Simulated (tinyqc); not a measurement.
Choosing the metal: Schottky barrier with interface states (Cowley-Sze model), image lowering and contact resistance. Computed by tinyqc, a small Python program. Command: `OMP_NUM_THREADS=1 python tinyqc.py 3005157 3005158 out.jsonl pinning walk`. One thread of a shared host (Intel(R) Xeon(R) Processor @ 2.30GHz), about 0.01 s of CPU time with the checks.

An n-type semiconductor under a metal. The barrier lies between the Schottky-Mott limit phi_M - chi and the Bardeen limit E_g - E_n, E_n being the neutrality level of the interface states; the space-charge term of the full Cowley-Sze expression is left out.

Inputs (values chosen for the exercise, with gap, mass and screening modelled on germanium):
```
quantity                                       value   unit
gap E_g                                        0.673     eV
electron affinity chi                           4.05     eV
metal work function phi_M                       4.25     eV
neutrality level E_n above the valence band    0.103     eV
optical dielectric constant eps_opt             15.9      -
dielectric constant eps_s                       16.8      -
electron mass m_e                              0.212    m_0
valleys M_c                                        4      -
donor density N                              2.2e+15  cm^-3
temperature T                                    200      K
```

Pinning factor from: Moench relation.

Constants: k_B = 8.617333262e-05 eV/K; hbar = 1.054571817e-34 J s; m_0 = 9.1093837015e-31 kg; eps_0 = 8.8541878128e-12 F/m; e = 1.602176634e-19 C; k_B = 1.380649e-23 J/K; h = 6.62607015e-34 J s.

Method:
- S = 1/(1 + 0.1 (eps_opt - 1)^2), an empirical relation for metal-induced gap states.
- phi_B = S (phi_M - chi) + (1 - S)(E_g - E_n); the hole barrier is E_g - phi_B.
- A* = 4 pi e m_e M_c k_B^2/h^3 (a simple valley count); J_s = A* T^2 exp(-phi/k_B T).
- E_00 = (e hbar/2) sqrt(N/(m_e eps_s eps_0)), E_0 = E_00 coth(E_00/k_B T); scaling form of the contact resistivity rho_c = (k_B/(e A* T)) exp(phi_B/E_0), which is the thermionic result when E_00 << k_B T and keeps only the leading exponential of tunnelling when E_00 >> k_B T; image lowering is left out of it.

pinning factor S = 0.0431016

Bardeen barrier = 0.57 eV

E_0 = 0.0172388 eV

Against work function:
```
phi_M (eV)  Schottky-Mott (eV)  phi_B (eV)  J_0 (A/cm^2)  rho_c (ohm cm^2)
4.05                      0.00     0.54543    7.3448e-08        2.3288e+05
4.15                      0.10     0.54974    5.7196e-08        2.9904e+05
4.24                      0.19     0.55362    4.5669e-08        3.7450e+05
4.34                      0.29     0.55793    3.5564e-08        4.8088e+05
4.43                      0.38     0.56181    2.8396e-08        6.0223e+05
4.53                      0.48     0.56612    2.2113e-08        7.7330e+05
4.63                      0.58     0.57043    1.7220e-08        9.9297e+05
4.72                      0.67     0.57431    1.3749e-08        1.2435e+06
```

What does the comparison show, and why?

A span of 0.67 eV in work function moves the barrier by 0.029 eV (slope S = 0.043) and rho_c by 0.7 decades. The barrier equals its Schottky-Mott value only at phi_M = chi + E_g - E_n = 4.62 eV, where the interface states are neutral.
